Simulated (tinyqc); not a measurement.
Nucleation and growth of vacancy voids in a cooling silicon-like crystal: one step, computed by the program tinyqc. Command: `OMP_NUM_THREADS=1 python tinyqc.py 3009625 3009626 out.jsonl voids walk`. One thread of a shared host (Intel(R) Xeon(R) Processor @ 2.30GHz), about 0.7 s of CPU time with the checks.

Spherical voids; vacancies are lost only to voids.

Question. Vacancy excess. C = C_x (u - 1)/(u + 0.2) with u = (V/G)/xi_c, a form chosen for the exercise.

Inputs (values chosen for the exercise, close to those used for silicon): ratio (V/G)/xi_c = 2.15; limit of the excess at high V/G = 1.1e+14 1/cm^3.

Vacancy supply: from V/G.

Give: initial excess C.

Answer.

initial excess C = 5.3830e+13 1/cm^3
